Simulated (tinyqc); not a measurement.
Worked calculation: six-band Luttinger-Kohn model with strain. Values are carried at full precision from step to step, so a last printed digit may differ when a step is redone from the rounded ones.

Constants: hbar^2/2m0 = 3.80998211 eV angstrom^2.

Inputs chosen for the exercise (near those of Ge; the results hold for these values, not for the real material):
- C11 = 129.1 GPa
- C12 = 48.3 GPa
- C44 = 66.3 GPa
- load = uniaxial [110] (kind of stress)
- X = -2.18 GPa (stress)
- Dso = 0.291 eV (spin-orbit splitting)
- g1 = 13.35 (Luttinger gamma1)
- g2 = 4.24 (gamma2)
- g3 = 5.7 (gamma3)
- av = 1.23 eV (valence hydrostatic potential)
- b = -2.53 eV (tetragonal shear potential)
- d = -5.28 eV (trigonal shear potential)
- k = (0.046, 0.008, 0.044) 1/angstrom (wave vector)
- kmax = 0.03 1/angstrom (end of the path)

## Strain from a uniaxial [110] stress

s11 = (C11 + C12)/((C11 - C12)(C11 + 2 C12)), s12 = -C12/((C11 - C12)(C11 + 2 C12)), s44 = 1/C44; exx = s11 sxx + s12 (syy + szz) and cyclic, exy = s44 sxy/2; tension is positive. A uniaxial stress X along the unit vector n is s_ij = X n_i n_j.

s11, s12, s44 (1/TPa): 9.7277  -2.6485  15.0830

strain tensor:
```
           x          y         z
x  -0.007716  -0.008220  0.000000
y  -0.008220  -0.007716  0.000000
z   0.000000   0.000000  0.005774
```

The volume changes by -0.966 %; there is shear in the cubic axes, so d enters.

## The terms P, Q, R, S at one k

P = c g1 k^2 - av tr(e); Q = c g2 (kx^2 + ky^2 - 2 kz^2) - (b/2)(exx + eyy - 2 ezz); R = c sqrt3 [-g2 (kx^2 - ky^2) + 2i g3 kx ky] + (sqrt3/2) b (exx - eyy) - i d exy; S = 2 c sqrt3 g3 (kx - i ky) kz - d (exz - i eyz); c = hbar^2/2m0, e the strain tensor (not engineering shear).

Form the four terms.

Terms (eV):

| term | from k | from strain |
|---|---|---|
| P | 0.20935 | 0.01188 |
| Q | -0.02733 | -0.03413 |
| R | -0.05742+0.02768i | -0.04340i |
| S | 0.15226-0.02648i | 0.00000 |

## The Hamiltonian

Six-band Luttinger-Kohn model in the basis |3/2,3/2>, |3/2,1/2>, |3/2,-1/2>, |3/2,-3/2>, |1/2,1/2>, |1/2,-1/2>, electron energies, zero at the top of the unstrained valence band. H = -[rows: (P+Q, -S, R, 0, -S/r2, r2 R); (-S*, P-Q, 0, R, -r2 Q, r32 S); (R*, 0, P-Q, S, r32 S*, r2 Q); (0, R*, S*, P+Q, -r2 R*, -S*/r2); (-S*/r2, -r2 Q, r32 S, -r2 R, P+Dso, 0); (r2 R*, r32 S*, r2 Q, -S/r2, 0, P+Dso)], r2 = sqrt(2), r32 = sqrt(3/2). Levels are twofold.

Each term is the sum of its two parts.

H(k) (eV):
```
                 3/2,3/2          3/2,1/2         3/2,-1/2         3/2,-3/2          1/2,1/2         1/2,-1/2
3/2,3/2          -0.1598   0.1523-0.0265i   0.0574+0.0157i                0   0.1077-0.0187i   0.0812+0.0222i
3/2,1/2   0.1523+0.0265i          -0.2827                0   0.0574+0.0157i          -0.0869  -0.1865+0.0324i
3/2,-1/2  0.0574-0.0157i                0          -0.2827  -0.1523+0.0265i  -0.1865-0.0324i           0.0869
3/2,-3/2               0   0.0574-0.0157i  -0.1523-0.0265i          -0.1598  -0.0812+0.0222i   0.1077+0.0187i
1/2,1/2   0.1077+0.0187i          -0.0869  -0.1865+0.0324i  -0.0812-0.0222i          -0.5122                0
1/2,-1/2  0.0812-0.0222i  -0.1865-0.0324i           0.0869   0.1077-0.0187i                0          -0.5122
```

## Levels and their make-up

Diagonalise H. The weights add +m and -m and are averaged over each pair; m is taken along z.

levels from the top, each twofold (eV): -0.0321  -0.2155  -0.7071

weights:
```
               top  second  third
|3/2,+-3/2>  0.622   0.260  0.119
|3/2,+-1/2>  0.342   0.394  0.264
|1/2,+-1/2>  0.037   0.346  0.617
```

The top pair is 62 % |3/2,+-3/2>, the second pair is 39 % |3/2,+-1/2> and the third pair is 62 % |1/2,+-1/2>.

## Band edges at k = 0
Diagonalise H at k = 0. The weights add +m and -m (m along z) and are averaged over each pair.

edges from the top (eV): 0.0595  -0.0661  -0.3200

weights at k = 0:
```
               top  second  third
|3/2,+-3/2>  0.753   0.222  0.024
|3/2,+-1/2>  0.204   0.774  0.022
|1/2,+-1/2>  0.043   0.003  0.954
```

The stress splits the top two pairs by 125.6 meV, 4.86 times kT at 300 K (25.85 meV); the third lies 379.5 meV below the top, against Dso = 291 meV without stress.

## Polarisation of the edge transitions

In the basis X, Y, Z times spin, H(k = 0) has -Dso/3 + l exx + m (eyy + ezz) on the diagonal (cyclic) and n exy off it, l = av + 2 b, m = av - b, n = sqrt(3) d. Spin-orbit term (Dso/3) L.sigma on X, Y, Z with (L_k)_ij = -i epsilon_kij: <X+|H|Y+> = -i Dso/3, <X+|H|Z-> = Dso/3, <Y+|H|Z-> = -i Dso/3, <Z+|H|X-> = -Dso/3, <Z+|H|Y-> = i Dso/3, <X-|H|Y-> = i Dso/3, and their conjugates; + and - are the spin along z. The strength of a transition to an s-like conduction level for light polarised along the unit vector u is the weight of the orbital ux X + uy Y + uz Z in the valence state, summed over spin and averaged over the pair.

strain block of X, Y, Z (eV):
```
         X        Y         Z
X  0.02225  0.07518         0
Y  0.07518  0.02225         0
Z        0        0  -0.08014
```

Relative strengths:

| polarisation | top | second | third |
|---|---|---|---|
| [100] | 0.469 | 0.265 | 0.266 |
| [010] | 0.469 | 0.265 | 0.266 |
| [001] | 0.062 | 0.470 | 0.468 |
| [110] | 0.842 | 0.003 | 0.155 |
| [1-10] | 0.096 | 0.527 | 0.377 |
| [111] | 0.582 | 0.159 | 0.259 |

The top pair is strongest for light along [110] (0.842) and weakest along [001] (0.062); without strain every direction has 1/3 on average over the fourfold top. For each polarisation the three pairs add up to 1.

## Hole masses at the edges

Curvature at k = 0: m/m0 = -2 c h^2/(E(h u) + E(-h u) - 2 E(0)) with h = 0.0002 1/angstrom along the unit vector u.

Hole masses (m0):

| direction | top | second | third |
|---|---|---|---|
| [110] | 0.034 | 0.375 | 0.128 |
| [1-10] | 0.248 | 0.049 | 0.065 |
| [100] | 0.060 | 0.086 | 0.086 |
| [001] | 0.155 | 0.059 | 0.060 |

Of the directions listed, the top pair is lightest along [110] (0.034) and heaviest along [1-10] (0.248). These masses hold only for hole energies well below the splitting of 126 meV.

## Bands along [110] and [001]

Six points from 0 to kmax in each direction.

Levels (eV):

| direction | \|k\| (1/angstrom) | top | second | third | top, no stress | second, no stress |
|---|---|---|---|---|---|---|
| [110] | 0.000 | 0.0595 | -0.0661 | -0.3200 | 0.0000 | 0.0000 |
| [110] | 0.006 | 0.0555 | -0.0665 | -0.3211 | -0.0004 | -0.0033 |
| [110] | 0.012 | 0.0434 | -0.0676 | -0.3244 | -0.0014 | -0.0130 |
| [110] | 0.018 | 0.0237 | -0.0695 | -0.3302 | -0.0032 | -0.0285 |
| [110] | 0.024 | -0.0029 | -0.0725 | -0.3391 | -0.0056 | -0.0489 |
| [110] | 0.030 | -0.0346 | -0.0774 | -0.3520 | -0.0086 | -0.0727 |
| [001] | 0.000 | 0.0595 | -0.0661 | -0.3200 | 0.0000 | 0.0000 |
| [001] | 0.006 | 0.0586 | -0.0684 | -0.3223 | -0.0007 | -0.0030 |
| [001] | 0.012 | 0.0560 | -0.0752 | -0.3294 | -0.0027 | -0.0118 |
| [001] | 0.018 | 0.0518 | -0.0862 | -0.3416 | -0.0060 | -0.0262 |
| [001] | 0.024 | 0.0461 | -0.1009 | -0.3598 | -0.0107 | -0.0454 |
| [001] | 0.030 | 0.0390 | -0.1184 | -0.3846 | -0.0167 | -0.0686 |

## Checks

- Levels against the same model in the basis X, Y, Z times spin: they agree to 1e-10 or better.

(tinyqc, `OMP_NUM_THREADS=1 python tinyqc.py 1050329 1050330 out.jsonl`, Intel(R) Xeon(R) Processor @ 2.30GHz, 1 thread, shared host, about 0.06 s.)
